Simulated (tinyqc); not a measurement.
Three regimes over temperature: precursor delivery and alloy composition in metal-organic vapour-phase epitaxy. Computed by tinyqc, a small Python program. Command: `OMP_NUM_THREADS=1 python tinyqc.py 3017437 3017438 out.jsonl movpe walk`. One thread of a shared host (Intel(R) Xeon(R) Processor @ 2.30GHz), about 0.01 s of CPU time with the checks.

Carrier gas leaves each bubbler saturated. Group-III species cross a boundary layer and react at the surface; element 2 can also desorb. The film is (1)_(1-x) (2)_x V with a zinc-blende cell.

Inputs (values chosen for the exercise, close to those used for AlGaAs from TMAl and TMGa):

| quantity | value | unit |
|---|---|---|
| source 1: a in log10(p/torr) = a - b/T | 8.22 | - |
| source 1: b | 2134 | K |
| source 1: bath temperature | 23 | C |
| source 1: carrier flow | 5.7 | sccm |
| source 2: a | 8.07 | - |
| source 2: b | 1703 | K |
| source 2: bath temperature | -1 | C |
| source 2: carrier flow | 20 | sccm |
| bubbler pressure p_b | 1000 | torr |
| group-V hydride flow | 330 | sccm |
| total flow | 6.6 | slm |
| reactor pressure p | 760 | torr |
| diffusivity D0 at 273.15 K and 760 torr | 0.39 | cm^2/s |
| boundary layer delta | 0.9 | cm |
| prefactor of the surface rate k_s | 2e+13 | cm/s |
| energy of k_s | 1.89 | eV |
| prefactor of the loss of element 2 | 9e+16 | layers/s |
| energy of the loss | 3.6 | eV |
| lattice constant a | 5.655 | angstrom |

Constants: k_B = 1.380649e-23 J/K; k_B = 8.617333262e-05 eV/K.

Method:
- Temperatures in kelvin are T(C) + 273.15.
- Vapour pressure p_v = 10^(a - b/T); precursor flow = carrier flow x p_v/(p_b - p_v); 1 sccm = 44.615 micromol/min; V/III = hydride flow over the sum of both; gas share x_g = F2/(F1 + F2).
- Partial pressure p_i = p F_i/(44615 x total flow in slm); density n_i = p_i/(k_B T), 1 torr = 133.322 Pa; D = D0 (T/273.15)^1.75 (760/p), h = D/delta, the same for both; k_s = prefactor x exp(-energy/(k_B T)); arrival J_i = n_i/(1/h + 1/k_s); in layers per second g_i = J_i a^2/2 (two group-III sites per a^2 on (001)).
- Loss of element 2 is r x with r = prefactor x exp(-energy/(k_B T)). Then x = (g2 - r x)/(g1 + g2 - r x), or r x^2 - (g1 + g2 + r) x + g2 = 0, smaller root; growth rate G = g1/(1 - x) layers/s; one layer is a/2 thick, 1 angstrom/s = 0.36 um/h.

molar flows (micromol/min): F1 2.65496, F2 61.9565

gas share x_g = 0.958909

Growth:

| T (C) | k_s/h | r (layers/s) | x | G (um/h) |
|---|---|---|---|---|
| 450 | 5.6555e-01 | 7.3302e-09 | 0.95891 | 3.117 |
| 500 | 3.5767e+00 | 3.0736e-07 | 0.95891 | 7.091 |
| 550 | 1.7956e+01 | 8.1857e-06 | 0.95891 | 9.008 |
| 600 | 7.4476e+01 | 1.4970e-04 | 0.95891 | 9.808 |
| 650 | 2.6336e+02 | 1.9983e-03 | 0.95890 | 10.323 |
| 700 | 8.1397e+02 | 2.0439e-02 | 0.95883 | 10.749 |
| 750 | 2.2431e+03 | 1.6655e-01 | 0.95830 | 11.028 |
| 800 | 5.6020e+03 | 1.1162e+00 | 0.95467 | 10.516 |
| 850 | 1.2849e+04 | 6.3152e+00 | 0.91909 | 6.097 |

What follows from these numbers?

G peaks at 750 C among these rows. Between the first rows the apparent energy is 0.79 eV, against 1.89 eV for k_s, as control is already mixed; k_s passes h between 450 and 500 C, well above which G depends weakly on T until desorption sets in.  Caution: trimethylaluminium is largely a dimer in the vapour, which would double its metal flow; it is counted as a monomer here. Caution: in these rows, too, a is fixed and both precursors share one D and k_s.

Extremes, crossings and ranges named in words are read from the listed rows.
